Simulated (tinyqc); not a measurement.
From results back to parameters: sp3s* tight binding. Four cases, with inputs chosen for the exercise.

Problem. Without spin-orbit coupling the s levels at Gamma are the roots of [[Esa, Vss], [Vss, Esc]], the p levels those of [[Epa, Vxx], [Vxx, Epc]], and the doubly degenerate valence level at X is the lower root of [[Epa, Vxy], [Vxy, Epc]]. The atomic differences are given; the levels below come from hidden parameters.

Case 1.

Values chosen (out of a larger set: near a published set for GaAs, fitted to gaps, whose masses and valley positions are rough; not measured data): dEs = 5.682 eV (Esc - Esa); dEp = 2.63 eV (Epc - Epa).

s levels at Gamma (eV): -12.53498  1.53898

p levels at Gamma (eV): -0.00477  4.71077

valence level X5 = -2.90509 eV

Case 2.

Values chosen (out of a larger set: near a published set for InAs, fitted to gaps, whose masses and valley positions are rough; spin-orbit coupling, where it is added without a refit, lifts the valence top and shrinks all gaps by about a third of the splitting; not measured data): dEs = 6.883 eV (Esc - Esa); dEp = 2.798 eV (Epc - Epa).

s levels at Gamma (eV): -12.79489  0.49789

p levels at Gamma (eV): 0.00555  4.62845

valence level X5 = -2.32961 eV

Case 3.

Values chosen (out of a larger set: near a published set for InAs, fitted to gaps, whose masses and valley positions are rough; not measured data): dEs = 6.873 eV (Esc - Esa); dEp = 2.77 eV (Epc - Epa).

s levels at Gamma (eV): -12.63120  0.38020

p levels at Gamma (eV): 0.01696  4.59904

valence level X5 = -2.42039 eV

Case 4.

Values chosen (out of a larger set: near a published set for GaP, fitted to gaps, whose masses and valley positions are rough; not measured data): dEs = 5.825 eV (Esc - Esa); dEp = 3.02 eV (Epc - Epa).

s levels at Gamma (eV): -13.16861  2.96561

p levels at Gamma (eV): 0.01236  5.26364

valence level X5 = -2.67030 eV

Find: Esa, Esc, Epa, Epc; |Vss|, |Vxx|, |Vxy|.

Solution. The mean of a pair of roots is the mean of the two levels, which with the given difference fixes both; half the splitting, squared, less a quarter of the squared difference is V^2. At X the lower root lies sqrt((dEp/2)^2 + Vxy^2) below the mean p level.

Case 1.

Esa, Esc, Epa, Epc (eV): -8.339  -2.657  1.038  3.668

|Vss|, |Vxx|, |Vxy| (eV): 6.438  1.957  5.091

Case 2.

Esa, Esc, Epa, Epc (eV): -9.590  -2.707  0.918  3.716

|Vss|, |Vxx|, |Vxy| (eV): 5.686  1.840  4.431

Case 3.

Esa, Esc, Epa, Epc (eV): -9.562  -2.689  0.923  3.693

|Vss|, |Vxx|, |Vxy| (eV): 5.524  1.825  4.521

Case 4.

Esa, Esc, Epa, Epc (eV): -8.014  -2.189  1.128  4.148

|Vss|, |Vxx|, |Vxy| (eV): 7.523  2.148  5.089

Computed by tinyqc, one run a case: `OMP_NUM_THREADS=1 python tinyqc.py N N+1 out.jsonl` with N = 1452680, 1452694, 1452796, 1452823; one thread of a shared Intel(R) Xeon(R) Processor @ 2.30GHz, about 0.2 s a run at most.
